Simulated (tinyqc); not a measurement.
Stretching all distances: RHF, UHF, MP2, CISD and CCSD against full CI in the sto-3g basis, for BeH+, spin multiplicity 1. Computed by the program tinyqc with PySCF. 

Geometry (angstrom):
```
atom,x,y,z
Be,0.0000,0.0000,0.0000
H,0.0000,0.0000,1.1470
```

All coordinates are multiplied by the scale. c0^2 is the weight of the RHF determinant in the lowest singlet FCI state (UHF is spin-contaminated and may lie near states of higher spin) and n(LUMO) the first natural occupation beyond the occupied space.

Full CI energy (hartree) and errors against it (kcal/mol):
```
scale,distance 1-2 (angstrom),E(FCI),RHF,UHF,MP2,CISD,CCSD,<S^2> UHF,c0^2,n(LUMO)
0.9000,1.0323,-14.632167,9.6333,9.6333,2.8561,0.0062,0.0050,0.0000,0.9871,0.0151
1.1300,1.2961,-14.684494,12.5553,12.5553,4.1492,0.0101,0.0082,0.0000,0.9794,0.0283
1.3600,1.5599,-14.676670,17.7625,17.7625,6.5838,0.0168,0.0137,0.0000,0.9621,0.0585
1.5900,1.8237,-14.650396,25.5175,21.2985,10.3525,0.0282,0.0230,0.4447,0.9297,0.1172
1.8200,2.0875,-14.622907,35.4713,16.5294,15.1820,0.0449,0.0351,0.7322,0.8801,0.2098
2.0500,2.3514,-14.600623,46.6151,10.8627,20.3544,0.0652,0.0478,0.8578,0.8143,0.3289
2.2800,2.6152,-14.585004,57.8625,6.4314,25.1562,0.0871,0.0590,0.9248,0.7342,0.4618
2.5100,2.8790,-14.575302,68.3822,3.4981,29.0397,0.1080,0.0680,0.9624,0.6469,0.5939
```

UHF parts from RHF first at scale 1.59 of those listed, where <S^2> leaves zero. The weight c0^2 goes from 0.99 to 0.65 and n(LUMO) from 0.02 to 0.59: static correlation grows as the bonds break into open-shell fragments. The spread of the error along the curve, which distorts its shape, is CCSD 0.1, CISD 0.1, UHF 17.8, MP2 26.2, RHF 58.7 kcal/mol.
